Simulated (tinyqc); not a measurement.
Raising U: Hubbard ring of 6 sites, mean field against exact. Computed by the program tinyqc. 

one-body matrix (hopping and site energies) (eV):
```
         1        2        3        4        5        6
1   0.0000  -1.3100   0.0000   0.0000   0.0000  -1.3100
2  -1.3100   0.0000  -1.3100   0.0000   0.0000   0.0000
3   0.0000  -1.3100   0.0000  -1.3100   0.0000   0.0000
4   0.0000   0.0000  -1.3100   0.0000  -1.3100   0.0000
5   0.0000   0.0000   0.0000  -1.3100   0.0000  -1.3100
6  -1.3100   0.0000   0.0000   0.0000  -1.3100   0.0000
```

electrons, up and down: 3  2

Collinear unrestricted mean field (the lowest of 40 random starts) against exact diagonalisation.

Exact and mean-field results (eV):
```
U          U/t   E exact  E mean field  mean |n_up - n_down|  double occupancy, exact  first gap in the sector
0.660    0.504  -8.54112      -8.51312                 0.181                    0.151                    0.000
1.310    1.000  -7.98199      -7.87275                 0.198                    0.136                    0.000
2.620    2.000  -7.02830      -6.61008                 0.254                    0.107                    0.000
3.930    3.000  -6.28184      -5.42762                 0.368                    0.083                    0.000
5.240    4.000  -5.70498      -4.53759                 0.607                    0.064                    0.000
7.860    6.000  -4.91097      -3.64507                 0.741                    0.039                    0.000
10.480   8.000  -4.41348      -3.19503                 0.783                    0.025                    0.000
15.720  12.000  -3.84733      -2.74602                 0.812                    0.013                    0.000
26.200  20.000  -3.35171      -2.38803                 0.826                 4.88e-03                    0.000
```

In absolute terms mean field is worst at U/t = 6.0, 1.266 eV too high: at small U it is nearly exact, and at large U it still misses the motion of the hole through a fluctuating spin background. Relative to the exact energy its error is 0.3 % at the smallest U, 29 % at most and 29 % at the largest. The double occupancy falls from 0.151 to 0.005.
